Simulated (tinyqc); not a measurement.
Shape of the cross-section: round or elliptic silicon nanowire with anisotropic valleys (Ritz method).

Wire along x = [110] on a (001) wafer, y = [-110], z = [001]. Valley groups (w = inverse masses): A, two valleys along z: w_y = 1/mt, w_z = 1/ml, m_x = mt; B, four valleys in the wafer plane: w_y = (1/ml + 1/mt)/2, w_z = 1/mt, m_x = (ml + mt)/2.

Constants: hbar^2/2m0 = 3.80998211 eV angstrom^2.

Inputs chosen for the exercise (near those of a Si nanowire; not measured data):
- ml = 0.915 m0 (longitudinal mass)
- mt = 0.193 m0 (transverse mass)
- area = 32.2 nm^2 (cross-section, kept fixed)
- hw = 3 (height over mean width)

Equal area, hard walls, lowest level of -c (w_y d2/dy2 + w_z d2/dz2), c = hbar^2/2m0. Rectangle W x H with H/W = hw; ellipse with b/a = hw; trapezoid of height H, base W/0.8 and top 0.6 of the base; isosceles triangle of height H and base 2W. Ellipse, trapezoid and triangle by converged Ritz bases; 1 nm^2 = 100 angstrom^2.

Levels:
```
shape,A (eV),B (eV),B - A (meV)
rectangle,0.1858,0.1301,-55.7
ellipse,0.1576,0.1174,-40.3
trapezoid,0.1573,0.1272,-30.1
triangle,0.0949,0.1112,16.3
```

W = 32.8 angstrom
H = 98.3 angstrom

What can be read from this table?

For group A the order is triangle, trapezoid, ellipse, rectangle, spanning 96 %. For group B the order is triangle, ellipse, trapezoid, rectangle, spanning 17 %. The ellipse lies below the rectangle for both groups, since corners hold little of the wave function. The triangle is lowest for A, whose light mass lies across the width and gains from the wide base. The spacing B - A of the valley groups runs from -56 to 16 meV.

Run: tinyqc, `OMP_NUM_THREADS=1 python tinyqc.py 1250304 1250305 out.jsonl`; Intel(R) Xeon(R) Processor @ 2.30GHz, one thread, shared host; about 0.06 s of CPU time with all checks.
